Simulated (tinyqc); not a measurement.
Inside a calculation. Model: electron-beam lithography: double-Gaussian proximity function, edge placement and dose correction for parallel lines. Computed by tinyqc, a small Python program that keeps every step. Command: `OMP_NUM_THREADS=1 python tinyqc.py 3111057 3111058 out.jsonl proximity walk`. One thread of a shared host (Intel(R) Xeon(R) Processor @ 2.30GHz), about 0.01 s of CPU time with the checks. Intermediate numbers are printed to about 6 digits and carried at full precision; extremes and crossings named in words are read from the listed rows.

Lines are infinitely long. Absorbed energy is counted so that the middle of a very large area written at dose 1 receives 1; the resist develops where it exceeds 1/2.

Inputs (values chosen for the exercise, of the order of those for 20 keV electrons in resist on silicon):

| quantity | value | unit |
|---|---|---|
| forward range alpha | 0.018 | micrometre |
| backscatter range beta | 2.2 | micrometre |
| backscatter ratio eta | 0.79 | - |
| base dose D0 | 91 | microcoulomb/cm^2 |
| beam current | 21 | nA |
| pixel size | 5 | nm |
| width of the test line | 0.032 | micrometre |
| pattern density around the test line | 0.53 | - |

line widths (micrometre): 0.057  0.086  0.041  0.74  0.033

gaps between the lines (micrometre): 0.083  0.48  0.094  0.14

Constants: e = 1.602176634e-19 C.

## Layout

The first line starts at x = 0; each next one starts after the width and the gap.

Lines (micrometre):

| line | left edge | right edge | centre |
|---|---|---|---|
| 1 | 0.000 | 0.057 | 0.0285 |
| 2 | 0.140 | 0.226 | 0.1830 |
| 3 | 0.706 | 0.747 | 0.7265 |
| 4 | 0.841 | 1.581 | 1.2110 |
| 5 | 1.721 | 1.754 | 1.7375 |

## Interaction matrix

f(r) = [exp(-r^2/alpha^2)/alpha^2 + eta exp(-r^2/beta^2)/beta^2]/(pi (1 + eta)). A line from a to b at dose d gives E(x) = d [S(alpha) + eta S(beta)]/(1 + eta), S(s) = [erf((b - x)/s) - erf((a - x)/s)]/2. M_ij is the mean of E at the two edges of line i from line j at dose 1.

M:
```
          1         2         3         4         5
1  0.285777  0.009683  0.004195  0.062485  0.002043
2  0.006417  0.289058  0.004364  0.066955  0.002267
3  0.005833  0.009156  0.283613  0.079109  0.003024
4  0.004775  0.007700  0.004309  0.360030  0.003440
5  0.003528  0.005908  0.003757  0.078433  0.280405
```

## Dose correction

Uncorrected edge energies are M 1. Solve M d = 1/2 for the doses d that put the mean edge energy of every line at the threshold.

edge energies at dose 1: 1 0.364183, 2 0.369061, 3 0.380734, 4 0.380253, 5 0.372031

corrected doses: 1 1.38749, 2 1.36453, 3 1.30984, 4 1.31259, 5 1.35223

largest over smallest dose = 1.05928

Line 1 needs the most and line 3 the least; a narrow isolated line much wider than alpha would need 1 + eta = 1.79.

## Printed widths

Edges are the roots of E(x) = 1/2 between a line centre and the middle of the next gap. Three cases: dose 1 everywhere; one common dose equal to the mean of d; the corrected doses.

Width error, printed less drawn (nm):

| line | drawn width (nm) | dose 1 | mean dose | corrected |
|---|---|---|---|---|
| 1 | 57 | -16.6261 | -0.85330 | 1.84e-04 |
| 2 | 86 | -15.9372 | -0.29590 | 2.33e-04 |
| 3 | 41 | -14.6023 | 1.04282 | 2.20e-05 |
| 4 | 740 | -14.3985 | 0.98171 | 8.00e-05 |
| 5 | 33 | -17.3545 | 0.04464 | 6.30e-05 |

With the common mean dose the errors span 1.9 nm. With corrected doses the largest error is below 0.01 nm.

## Dose to size and latitude

A test line of width w << beta in surroundings of density rho, all at dose d: near its edge E(x) = d [S + eta rho]/(1 + eta), S = [erf((b - x)/alpha) - erf((a - x)/alpha)]/2 for edges a and b, the second term being the background energy. Dose to size d_s = (1 + eta)/(erf(w/alpha) + 2 eta rho), dose = d_s D0; edge slope d [1 - exp(-w^2/alpha^2)]/(sqrt(pi) alpha (1 + eta)); width change per 1 % of dose = 2 x 0.01 x (1/2)/slope.

dose to size d_s = 0.980570

dose = 89.2319 microcoulomb/cm^2

edge slope = 0.0164422 1/nm

width change per 1 % of dose = 0.608191 nm

background energy = 0.229366

The background supplies 46 % of the threshold.

## Shot noise and writing time

With dose = d_s D0: electrons per pixel N = dose x pixel area/e; relative noise 1/sqrt(N); time per cm^2 of pattern area = dose x density/current; pixel rate = current/(dose x pixel area).

electrons per pixel = 139.235

shot noise = 8.47472 %

writing time per cm^2 = 0.625568 h

pixel rate = 941.367 MHz

Checks made by the program: corrected edge energies (relative difference below 1e-10).
